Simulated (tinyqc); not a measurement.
Inside a calculation. Method: UHF in the sto-3g basis, for H3+, spin multiplicity 1. One step of it, computed by the program tinyqc.

Question. Iteration 2: building the Fock matrix. J_ij = sum D_kl (ij|kl) with D = D(alpha) + D(beta), K_ij = sum D_kl (ik|jl) for each spin; F = H + J - K(s); E = tr D H + tr D J / 2 - 0.5 sum_s tr D(s) K(s) + E_nn.

D(alpha) after iteration 1, lower triangle:
```
          1H 1s     2H 1s     3H 1s
1H 1s  0.286457
2H 1s  0.056319  0.011073
3H 1s  0.331867  0.065247  0.384477
```

D(beta) after iteration 1, lower triangle:
```
          1H 1s     2H 1s     3H 1s
1H 1s  0.283667
2H 1s  0.332863  0.390592
3H 1s  0.044794  0.052562  0.007073
```

core Hamiltonian H = T + V (hartree), lower triangle:
```
           1H 1s      2H 1s      3H 1s
1H 1s  -1.357608
2H 1s  -0.683421  -1.157723
3H 1s  -0.648395  -0.148939  -1.144096
```

Two-electron integrals (ij|kl) in chemists' order, unique and non-zero (hartree):
```
(11|11) 0.774606   (21|11) 0.245547   (21|21) 0.105068   (22|11) 0.431973
(22|21) 0.245547   (22|22) 0.774606   (31|11) 0.230922   (31|21) 0.070533
(31|22) 0.124860   (31|31) 0.094238   (32|11) 0.045456   (32|21) 0.017207
(32|22) 0.036678   (32|31) 0.016401   (32|32) 0.003423   (33|11) 0.421022
(33|21) 0.129631   (33|22) 0.238487   (33|31) 0.230922   (33|32) 0.036678
(33|33) 0.774606
```

nuclear repulsion = 1.14419139 hartree

Give: Coulomb J; exchange K(alpha); exchange K(beta); F(alpha); F(beta); total energy of this density.

Answer.

Coulomb J (hartree), lower triangle:
```
       1H 1s  2H 1s  3H 1s
1H 1s  1.156
2H 1s  0.428  0.945
3H 1s  0.402  0.082  0.923
```

exchange K(alpha) (hartree), lower triangle:
```
       1H 1s  2H 1s  3H 1s
1H 1s  0.449
2H 1s  0.157  0.084
3H 1s  0.342  0.107  0.485
```

exchange K(beta) (hartree), lower triangle:
```
       1H 1s  2H 1s  3H 1s
1H 1s  0.453
2H 1s  0.357  0.501
3H 1s  0.143  0.101  0.069
```

F(alpha) (hartree), lower triangle:
```
        1H 1s   2H 1s   3H 1s
1H 1s  -0.651
2H 1s  -0.412  -0.297
3H 1s  -0.589  -0.174  -0.706
```

F(beta) (hartree), lower triangle:
```
        1H 1s   2H 1s   3H 1s
1H 1s  -0.655
2H 1s  -0.612  -0.714
3H 1s  -0.390  -0.169  -0.290
```

total energy of this density = -1.15117 hartree
